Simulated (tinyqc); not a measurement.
# Floating body of a partially depleted SOI transistor: body voltage and kink: effects of single changes

Source at 0 V. Channel current Ic = 2 nf K Vt^2 [F(0) - F(Vd)](1 + la Vd), F(V) = ln^2(1 + exp((Vg - VT - nf V)/(2 nf Vt))), VT = VT0 - gb Vb. Saturation voltage Vs = 2 Vt sqrt(F(0)) + 3 Vt, excess Ve = (Vd - Vs + sqrt((Vd - Vs)^2 + 0.0004 V^2))/2, multiplication M1 = Ai Ve exp(-Bl/Ve). Each junction passes D(v) = J1 (exp(v/Vt) - 1) + J2 (exp(v/(2 Vt)) - 1). Bipolar current Ib = bb J1 (exp(Vb/Vt) - 1). The body settles where M1 (Ic + Ib) = D(Vb) + D(Vb - Vd) + Vb/Rb; drain current Id = (1 + M1)(Ic + Ib) - D(Vb - Vd).

Values chosen for this exercise; values of the order met in partially depleted silicon-on-insulator transistors:
- T = 300 K (temperature)
- VT0 = 0.3 V (threshold at zero body voltage)
- gb = 0.33 (fall of the threshold per volt of body voltage)
- nf = 1.21 (slope factor)
- K = 200 uA/(V^2 um) (gain factor per width)
- la = 0.05 1/V (channel-length modulation factor)
- Ai = 3.06 1/V (impact-ionisation prefactor)
- Bl = 4.5 V (impact-ionisation voltage)
- J1 = 7.2e-13 uA/um (diffusion saturation current of each junction)
- J2 = 2.1e-8 uA/um (recombination saturation current of each junction)
- bb = 3 (gain of the lateral bipolar transistor on the diffusion current)
- Rb = 1e9 kohm um (resistance of a weak body tie to the source (1e9 stands for no tie, and the term is then dropped))
- Vg = 0.72 V (gate voltage)
- Vd = 1.5 V (drain voltage)

Constants: q = 1.602176634e-19 C, kB = 1.380649e-23 J/K, Vt = kB T/q. Results are converted to the units shown.

Each table varies one quantity; the others keep the values above.

## Output curve and kink

Rows with more than one solution for Vb (latch) are left out; dId/dVd by a forward difference over 1e-4 V, swing = 1e-4 V over the change of log10 Id; M1 under 1e-12 is printed as 0.

Output curve and kink:
```
Vd (V),Vb (V),M1,"Id, floating (uA/um)","Id, grounded (uA/um)",ratio,"dId/dVd, floating (uS/um)","dId/dVd, grounded (uS/um)"
1,0.5303,3.846e-5,30.73,15.32,2.005,27.40,0.8957
1.16,0.6186,6.181e-4,34.14,15.51,2.202,17.42,1.473
1.32,0.6711,0.003939,36.80,15.83,2.325,17.22,2.625
1.48,0.7072,0.01432,40.10,16.37,2.449,25.66,4.312
1.64,0.7348,0.03688,45.65,17.23,2.650,46.31,6.396
1.8,0.7581,0.07605,56.20,18.43,3.049,91.98,8.729
```

Vb rises from 0.530 to 0.758 V and the ratio of the currents rises from 2.01 to 3.05. The output conductance with a floating body exceeds the grounded value by the largest factor among the rows, 30.6, at Vd = 1 V, where Vb = 0.530 V and M1 = 3.85e-5.

## Transfer curve and swing

Same model as above.

Transfer curve and swing:
```
Vg (V),Vb (V),M1,"Id, floating (uA/um)","Id, grounded (uA/um)",ratio,"swing, floating (mV/decade)","swing, grounded (mV/decade)"
-0.15,0.1003,0.1840,6.907e-7,2.536e-7,2.724,45.44,78.55
-0.05,0.4159,0.1831,4.678e-4,5.692e-6,82.18,34.15,72.43
0.05,0.6087,0.1738,0.1003,1.367e-4,734.1,61.12,72.71
0.15,0.6771,0.1464,1.418,0.003112,455.6,130.7,75.29
0.25,0.7044,0.1120,5.046,0.05629,89.65,252.6,86.61
0.35,0.7157,0.08148,10.37,0.5494,18.87,399.8,123.8
0.45,0.7197,0.05686,16.92,2.409,7.023,547.1,200.1
0.55,0.7193,0.03782,24.63,6.117,4.026,683.0,304.8
0.65,0.7156,0.02370,33.57,11.61,2.891,804.9,421.2
```

Vb goes from 0.100 through a maximum of 0.720 (at Vg = 0.45 V among the rows listed) to 0.716 V. The smallest swing among the rows is 34.2 mV a decade with a floating body (at Vg = -0.05 V) and 72.4 with a grounded one; Vt ln 10 = 59.5. The floating swing is smaller by more than 3 % for Vg = -0.15, -0.05, 0.05 V, where the rising Vb lowers the threshold as Vg rises. In the first row the floating body raises the current by a factor of 2.72.

Range of the model: The multiplication law is an empirical form chosen for the exercise; self-heating and capacitive coupling to the body are left out, and the linear laws are rough once Vb passes about 0.7 V or M1 about 0.1.

Program tinyqc, `OMP_NUM_THREADS=1 python tinyqc.py 2182159 2182160 out.jsonl`; Intel Xeon 2.30GHz, shared host, one thread, about 0.2 s.
